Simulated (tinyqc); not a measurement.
# Grain-boundary diffusion: Harrison regimes, Fisher and Le Claire analysis, Hart average, step by step

A worked calculation. Computed by tinyqc, a small Python program that keeps every step. Command: `OMP_NUM_THREADS=1 python tinyqc.py 3003322 3003323 out.jsonl gbdiff walk`. One thread of a shared host (Intel(R) Xeon(R) Processor @ 2.30GHz), about 0.01 s of CPU time with the checks. Intermediate numbers are printed to about 6 digits and carried at full precision; extremes and crossings named in words are read from the listed rows.

A boundary is a slab of width delta with diffusivity D_b, normal to a surface held at constant concentration; it leaks into grains of diffusivity D.

Inputs (values chosen for the exercise, for a model polycrystal): melting point T_m = 2450 K; lattice prefactor D0 = 3.8e-05 m^2/s; lattice activation energy E = 3.6 eV; boundary prefactor D0b = 6.9e-06 m^2/s; boundary activation energy E_b = 2.35 eV; boundary width delta = 0.72 nm; segregation factor s = 1; grain size d = 20 um; temperature T = 1450 K; time t = 32000 s.

Constants: k_B = 8.617333262e-05 eV/K.

## Diffusivities

D = D0 exp(-E/(k_B T)), D_b = D0b exp(-E_b/(k_B T)). Triple product P = s delta D_b.

D = 1.16743e-17 m^2/s

D_b = 4.68741e-14 m^2/s

triple product P = 3.37493e-23 m^3/s

At T/T_m = 0.59 the boundary is 4000 times faster than the lattice.

## Regime

l = sqrt(D t); P = s delta D_b; alpha = s delta/(2 l); beta = P/(2 D l). Regime A if l > 3 d, C if alpha > 1, B if alpha < 0.1, l < d/4 and beta > 10, otherwise a transition.

lattice diffusion length l = 0.611210 um

alpha = 5.88996e-04

beta = 2.36491

Regime: transition

The run lies between the ideal regimes.

## Effective diffusivity

Hart average for parallel slabs: f = delta/d, D_eff = (s f D_b + (1 - f) D)/(1 - f + s f); share of the boundaries = s f D_b/(s f D_b + (1 - f) D); depth sqrt(D_eff t).

boundary fraction f = 3.60e-05

D_eff = 1.33613e-17 m^2/s

share of the boundaries = 0.126295

depth sqrt(D_eff t) = 0.653883 um

Caution: outside regime A (which needs sqrt(D t) above about 3 d) the Hart average and its depth are formal: they describe a profile only in regime A or at steady state.

## Penetration along an isolated boundary

Fisher: the mean concentration falls as exp(-y/y_F), y_F = sqrt(P) (pi t/(4 D))^(1/4), with the boundary equation P d2c/dy2 = 2 c sqrt(D/(pi t)). Le Claire (from the Whipple solution): ln c falls as -(y/y_L)^(6/5) with P = 1.322 sqrt(D/t) y_L^2.

Fisher depth y_F = 1.25137 um

Le Claire depth y_L = 1.15610 um

The tail reaches 1.89 lattice lengths l; y_L/l = sqrt(2 beta/1.322). Caution: the Fisher and Le Claire forms need regime B with beta above 10.

## Lattice against boundary over temperature

D_eff = (s f D_b + (1 - f) D)/(1 - f + s f), f = delta/d; share of the boundaries = s f D_b/(s f D_b + (1 - f) D).

Diffusivities (m^2/s):
```
T/T_m  T (K)            D          D_b        D_eff        share      regime
0.3      735  7.85517e-30  5.31218e-22  1.91317e-26  9.99589e-01           C
0.4      980  1.16496e-23  5.67109e-18  2.15809e-22  9.46021e-01  transition
0.5     1225  5.87499e-20  1.48151e-15  1.12082e-19  4.75850e-01           B
0.6     1470  1.72771e-17  6.05426e-14  1.94560e-17  1.12024e-01  transition
0.7     1715  1.00151e-15  8.57098e-13  1.03233e-15  2.98891e-02  transition
0.8     1960  2.10401e-14  6.25544e-12  2.12646e-14  1.05902e-02  transition
0.9     2205  2.24685e-13  2.93533e-11  2.25734e-13  4.68126e-03           A
1.0     2450  1.49415e-12  1.01106e-10  1.49774e-12  2.43020e-03           A
```

The apparent activation energy of D_eff is 2.36 eV between the first rows and 3.60 eV between the last, against E_b = 2.35 and E = 3.6 eV. Among these rows boundaries carry most of the flux up to T/T_m = 0.4, the lattice above. Caution: outside regime A, D_eff and the share of the boundaries hold only at steady state.
